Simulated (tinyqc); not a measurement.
Heated strip on a layer stack, thermal resistances with spreading: two steps of the calculation.

A long strip of width ws dissipates Pw per length on three layers over a heat sink. Heat is taken to spread at 45 degrees, so the width of the flow grows by twice the depth: w1 = ws + 2 t1, w2 = w1 + 2 t2, w3 = w2 + 2 t3 at the bottoms of the layers. This is a rule of thumb, not a solution of the heat equation.

Values chosen for this exercise; conductivities close to those of gallium arsenide (layer 1), gallium arsenide (layer 2) and solder (layer 3):
- T0 = 293 K (heat-sink temperature)
- ws = 7.2 um (width of the heated strip)
- Pw = 2.5 W/mm (power per length of the strip)
- t1 = 1.3 um (thickness of layer 1)
- k1 = 52.1 W/(m K) (conductivity of layer 1)
- Rb = 32 m^2 K/GW (boundary resistance between layers 1 and 2)
- t2 = 500 um (thickness of layer 2)
- k2 = 52.8 W/(m K) (conductivity of layer 2 at 300 K)
- p = 1.1 (exponent in k2(T) = k2 (300 K/T)^p)
- t3 = 20 um (thickness of layer 3)
- k3 = 55.5 W/(m K) (conductivity of layer 3)

Task 1. Thermal resistances. Resistances times length: layer i, ln(w_i/w_(i-1))/(2 k_i) with w0 = ws; boundary, Rb/w1.

Find: resistance times length.

Result 1.

resistance times length (K mm/W): layer 1 2.9587, boundary 3.2653, layer 2 43.893, layer 3 0.34998

The largest part, 87.0 % of the sum, is layer 2.

Task 2. Temperatures. From the sink upward: Ta = T0 + Pw R3; across layer 2 the Kirchhoff transform gives Tb^(1-p) = Ta^(1-p) + (1 - p)(300 K)^(-p) Pw R2; Tc = Tb + Pw Rboundary; Tj = Tc + Pw R1. With constant k2, Tj would be T0 + Pw times the sum of the resistances.

resistance times length (K mm/W): layer 1 2.9587463, boundary 3.2653061, layer 2 43.893231, layer 3 0.34997638

Find: temperatures; Tj with constant k2.

Result 2.

temperatures (K): Ta 293.87, Tb 426.24, Tc 434.40, Tj 441.80
Tj with constant k2 = 419.17 K

The rise Tj - T0 is 149 K, 18 % above the value for constant k2.

Computed by the program tinyqc: `OMP_NUM_THREADS=1 python tinyqc.py 2520015 2520016 out.jsonl`, one thread of a shared Intel Xeon 2.30GHz, about 0.01 s for the whole run.
